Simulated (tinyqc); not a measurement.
Sweep of the shear strain: two-band k.p model of the Delta valleys near the X point under shear strain.

Valley pair on the [001] axis, kz counted from the X point, c = hbar^2/2m0, k0 = kx0 2 pi/a. H = (c kz^2/ml + c (kx^2 + ky^2)/mt + c k0^2/ml) 1 + (2 c k0 kz/ml) sigma_z + (D exy - 2 c kx ky/Mp) sigma_x, so E = c kz^2/ml + c (kx^2 + ky^2)/mt + c k0^2/ml -/+ sqrt((2 c k0 kz/ml)^2 + (D exy - 2 c kx ky/Mp)^2). Without strain the lower band has its minima, E = 0, at kz = +/- k0. Shifts from diagonal strain are left out.

For |eta| < 1: k_min = k0 sqrt(1 - eta^2), E_min = -Delta eta^2/2, ml(eta) = ml/(1 - eta^2), 1/m[110] = 1/mt + eta/Mp, 1/m[1-10] = 1/mt - eta/Mp. For |eta| > 1 the minimum sits at X: E_min = -Delta (2 |eta| - 1)/2, ml(eta) = ml/(1 - 1/|eta|), and eta is replaced by its sign in the transverse masses. Here Delta = 2 c k0^2/ml and eta = D exy/Delta.

Constants: hbar^2/2m0 = 3.80998211 eV angstrom^2.

Inputs chosen for the exercise (near those of Si; shifted at random, so the results belong to these values and not to a real crystal): a = 5.444 angstrom (lattice constant); ml = 0.937 m0 (longitudinal mass); mt = 0.189 m0 (transverse mass); kx0 = 0.148 2 pi/a (distance of the minimum from X); D = 15.1 eV (shear deformation potential); Mp = 0.23 m0 (coupling mass).

Delta = 2 c k0^2/ml, eta = D exy/Delta.

The minimum:
```
exy       eta  k_min/k0  E_min (meV)  ml(eta)  m[110]  m[1-10]  density-of-states mass
0.0000  0.000     1.000          0.0    0.937  0.1890   0.1890                   0.322
0.0016  0.102     0.995         -1.2    0.947  0.1744   0.2063                   0.324
0.0079  0.503     0.864        -30.0    1.254  0.1337   0.3220                   0.378
0.0118  0.751     0.660        -66.9    2.149  0.1169   0.4936                   0.499
0.0141  0.897     0.441        -95.5    4.809  0.1088   0.7196                   0.722
0.0189  1.203     0.000       -166.8    5.558  0.1037   1.0602                   0.849
0.0251  1.597     0.000       -260.4    2.506  0.1037   1.0602                   0.651
```

Give the missing row, exy = 0.0039.

Computed row:
```
exy       eta  k_min/k0  E_min (meV)  ml(eta)  m[110]  m[1-10]  density-of-states mass
0.0039  0.248     0.969         -7.3    0.999  0.1570   0.2374                   0.334
```

The valleys reach X at eta = 1, that is exy = 0.0157. The shift is quadratic up to eta = 1 (-7.3 meV at eta = 0.25, -30.0 meV at 0.50) and linear beyond, while 1/m[110] rises linearly, taking m[110] from 0.189 to its floor 0.1037, a gain of 82 % in 1/m. ml(eta) diverges at eta = 1; the largest value listed is 5.56. A deformation-potential model with fixed masses misses all of this.

Run: tinyqc, `OMP_NUM_THREADS=1 python tinyqc.py 1050927 1050928 out.jsonl`; Intel(R) Xeon(R) Processor @ 2.30GHz, one thread, shared host; about 0.01 s of CPU time with all checks.
